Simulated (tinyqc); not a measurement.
Self-consistent Fermi level with native defects, at growth and after a quench. Changing the shift s of the chemical potential. Computed by tinyqc, a small Python program. Command: `OMP_NUM_THREADS=1 python tinyqc.py 3001182 3001183 out.jsonl scfermi sweep`. One thread of a shared host (Intel(R) Xeon(R) Processor @ 2.30GHz), about 0.07 s of CPU time with the checks.

Energies are counted from the top of the valence band (VBM); when the gap shrinks with temperature the conduction band moves and the levels stay. The added dopant is taken as fully ionised. D and A draw on one reservoir with opposite signs, as the two vacancies of a compound do.

Inputs (values chosen for the exercise, with bands modelled on InP):
```
quantity,value,unit
gap E_g at 300 K,1.38,eV
slope -dE_g/dT above 300 K,0.00025,eV/K
electron mass m_e,0.0793,m_0
valleys M_c,1,-
hole mass m_h,0.617,m_0
E_f of the neutral native donor D,2.251,eV
E_f of the neutral native acceptor A,2.575,eV
site density N_s,3.1e+22,cm^-3
dopant density N_X,7.8e+17,cm^-3
growth temperature T_g,993,K
temperature of use T,300,K
```

Added shallow dopant: donor.

levels of D above the VBM, most positive state first (eV): [1.17]

levels of A above the VBM, (0/-1) first (eV): [0.0754, 0.568]

Constants: m_0 = 9.1093837015e-31 kg; k_B = 1.380649e-23 J/K; h = 6.62607015e-34 J s; k_B = 8.617333262e-05 eV/K.

Method:
- E_f(D, 0) = input + s and E_f(A, 0) = input - s; E_f(q, E_F = 0) follows from the levels, eps(q/q-1) = E_f(q - 1) - E_f(q) at E_F = 0.
- E_g(T) = E_g - slope x max(0, T - 300 K).
- N_c = 2 M_c (2 pi m_e k_B T/h^2)^(3/2) and N_v = 2 (2 pi m_h k_B T/h^2)^(3/2), masses in units of m_0.
- At growth T = T_g.
- n = N_c F_1/2((E_F - E_g)/k_B T), p = N_v F_1/2(-E_F/k_B T).
- F_1/2(eta) = (2/sqrt(pi)) int_0^infinity sqrt(x)/(1 + exp(x - eta)) dx, by the trapezoid rule in t = sqrt(x) with step 0.02 up to t = 12 (for eta < -12 by exp(eta) - exp(2 eta)/2^(3/2)).
- In equilibrium c_q = N_s exp(-(E_f(q, 0) + q E_F)/k_B T).
- Net charge = p - n + sum q c_q + N_X; the log ratio is ln(positive charge/negative charge).
- E_F is the root of the log ratio, by 50 bisections between -0.5 eV and E_g + 0.5 eV.
- After a quench the totals of D and A stay as grown, and each is shared among its charge states with weights exp(-(E_f(q, 0) + q E_F)/k_B T).

One run for each value:
```
shift s of the chemical potential (eV),E_F at growth (eV),total D (cm^-3),total A (cm^-3),E_F after the quench (eV),n after the quench (cm^-3),p after the quench (cm^-3)
-0.60,1.088,4.653e+14,1.448e+14,1.401,7.797e+17,0.000035
-0.45,1.088,8.074e+13,8.321e+14,1.401,7.783e+17,0.000035
-0.30,1.087,1.410e+13,4.700e+15,1.401,7.706e+17,0.000036
-0.15,1.082,2.545e+12,2.425e+16,1.399,7.315e+17,0.000039
0.00,1.064,5.188e+11,9.108e+16,1.391,5.978e+17,0.000052
0.15,1.023,1.329e+11,2.014e+17,1.376,3.772e+17,0.000094
0.30,0.964,4.235e+10,2.949e+17,1.355,1.902e+17,0.000209
0.45,0.896,1.553e+10,3.505e+17,1.331,7.897e+16,0.000539
0.60,0.824,6.134e+09,3.825e+17,1.286,1.491e+16,0.002972
```

What does the table show, and why?

Over the rows, E_F at growth (eV) falls from 1.09 to 0.824; total D (cm^-3) falls from 4.65e14 to 6.13e9; total A (cm^-3) rises from 1.45e14 to 3.83e17. Raising s makes D costlier and A cheaper.
